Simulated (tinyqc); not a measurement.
# Potential step from the flux

Problem. On one interval J = (q mu Vt/hx) [nb B(d) - na B(-d)], B(d) = d/(exp(d) - 1), d = (psi_b - psi_a)/Vt. Find psi_b - psi_a, and the step at which J would vanish.

Inputs (values chosen for the exercise):
- T = 300 K (temperature)
- mu = 1380 cm^2/(V s) (electron mobility)
- na = 7.3e13 cm^-3 (density at the left node)
- nb = 1.2e13 cm^-3 (density at the right node)
- hx = 89 nm (node spacing)

Constants: q = 1.602176634e-19 C, kB = 1.380649e-23 J/K, Vt = kB T/q. Results are converted to the units shown.

J = -231.74275 A/cm^2

Solution. B(d) falls and B(-d) rises with d, so J falls steadily with the step and one value matches. J = 0 needs nb/na = exp(d), the Boltzmann ratio.

psi_b - psi_a = 0.127 V
step for J = 0 = -0.0467 V

Program tinyqc, `OMP_NUM_THREADS=1 python tinyqc.py 2220056 2220057 out.jsonl`; Intel Xeon 2.30GHz, shared host, one thread, about 0.01 s.
